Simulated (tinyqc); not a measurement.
X-ray photoelectron analysis of a thin oxide on a semiconductor: attenuation lengths, thickness, angle series and band offsets: one step, computed by the program tinyqc. Command: `OMP_NUM_THREADS=1 python tinyqc.py 3112232 3112233 out.jsonl xps walk`. One thread of a shared host (Intel(R) Xeon(R) Processor @ 2.30GHz), about 0.01 s of CPU time with the checks.

The same element is seen in the oxide and in the substrate, at nearly the same kinetic energy; films are flat and uniform, and the work function is ignored.

Problem. Peak ratio. R_0 = (rho_o/M_o) L_o/((rho_s/M_s) L_s); peak ratio R = I_ox/I_sub = R_0 [exp(d/(L_o cos theta)) - 1]; hence d = L_o cos theta ln(1 + R/R_0). A carbon layer weakens both peaks alike, by exp(-d_C/(L_o cos theta)) if its L is taken equal to L_o. This R_0 leaves out intrinsic losses from the substrate peak, so calibrated values can be larger.

Inputs (values chosen for the exercise, modelled on SiO2 on silicon):
```
quantity                        value     unit
oxide density                    2.23   g/cm^3
oxide formula mass              60.08    g/mol
substrate density                2.33   g/cm^3
substrate formula mass          28.09    g/mol
oxide thickness d                 2.7       nm
emission angle from the normal      0  degrees
carbon overlayer                  0.5       nm
```

L in the oxide = 1.653936 nm

L in the substrate = 1.303514 nm

Give: R_0; d/(L_o cos theta); ratio R; oxide share of the counts; attenuation by carbon; depth 3 L_o cos theta.

Solution.

R_0 = 0.5678

d/(L_o cos theta) = 1.632

ratio R = 2.337

oxide share of the counts = 0.7004

attenuation by carbon = 0.7391

depth 3 L_o cos theta = 4.962 nm
